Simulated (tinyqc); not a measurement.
# Chip with leakage that grows with temperature, electro-thermal loop and runaway: effects of single changes

One temperature T for the device, T = T0 + Rth P(T), with P(T) = Pd + Pl (T/300 K)^2 exp[(q Ea/kB)(1/(300 K) - 1/T)]. The loop gain is Rth dP/dT; a solution is thermally stable when it is below one.

Values chosen for this exercise: ambient temperature T0 = 320 K; temperature-independent switching power Pd = 37 W; leakage power at 300 K Pl = 1.24 W; activation energy of the leakage Ea = 0.37 eV; thermal resistance Rth = 0.45 K/W.

Constants: q = 1.602176634e-19 C, kB = 1.380649e-23 J/K. Results are converted to the units shown.

Each table varies one quantity; the others keep the values above.

## Effect of the leakage power at 300 K

P'(T) = (P - Pd)(2/T + q Ea/(kB T^2)), G = Rth P'. T is the lowest solution and Tu the next, unstable one.

Effect of the leakage power at 300 K:

| Pl (W) | T (K) | P (W) | G | Tu (K) |
|---|---|---|---|---|
| 0.1 | 336.9 | 37.61 | 0.01192 | 611.7 |
| 0.15 | 337.1 | 37.91 | 0.01797 | 576.9 |
| 0.23 | 337.3 | 38.41 | 0.02780 | 543.5 |
| 0.34 | 337.6 | 39.12 | 0.04160 | 515.4 |
| 0.51 | 338.1 | 40.25 | 0.06361 | 488.3 |
| 0.76 | 338.9 | 42.02 | 0.09769 | 463.3 |
| 1.1 | 340.1 | 44.64 | 0.1478 | 441.3 |
| 1.7 | 342.6 | 50.12 | 0.2504 | 415.8 |
| 2.5 | 347.2 | 60.43 | 0.4362 | 392.1 |

Read the table: what changes, and by how much?

As Pl goes from 0.1 to 2.5 W, T rises from 336.9 to 347.2 K, the power rises from 37.6 to 60.4 W and the loop gain rises from 0.0119 to 0.436. The gap between the stable and unstable solutions goes from 275 to 44.9 K. At Pl = 3.7 W no solution is left within 900 K of T0: thermal runaway.

## Effect of the temperature-independent switching power

Same model as above.

Effect of the temperature-independent switching power:

| Pd (W) | T (K) | P (W) | G | Tu (K) |
|---|---|---|---|---|
| 9.2 | 326.2 | 13.83 | 0.09690 | 440.9 |
| 12 | 327.6 | 16.94 | 0.1026 | 440.3 |
| 16 | 329.6 | 21.42 | 0.1112 | 439.4 |
| 20 | 331.7 | 25.95 | 0.1206 | 438.5 |
| 26 | 334.8 | 32.83 | 0.1361 | 437.1 |
| 34 | 339.0 | 42.21 | 0.1599 | 435.0 |
| 44 | 344.5 | 54.37 | 0.1960 | 432.3 |
| 57 | 352.0 | 71.15 | 0.2568 | 428.2 |
| 74 | 363.2 | 95.89 | 0.3750 | 421.5 |

What does the comparison show?

As Pd goes from 9.2 to 74 W, T rises from 326.2 to 363.2 K, the power rises from 13.8 to 95.9 W and the loop gain rises from 0.0969 to 0.375. The gap between the stable and unstable solutions goes from 115 to 58.4 K.

tinyqc, about 0.01 s, one thread, Intel Xeon 2.30GHz (shared host): `OMP_NUM_THREADS=1 python tinyqc.py 2520054 2520055 out.jsonl`
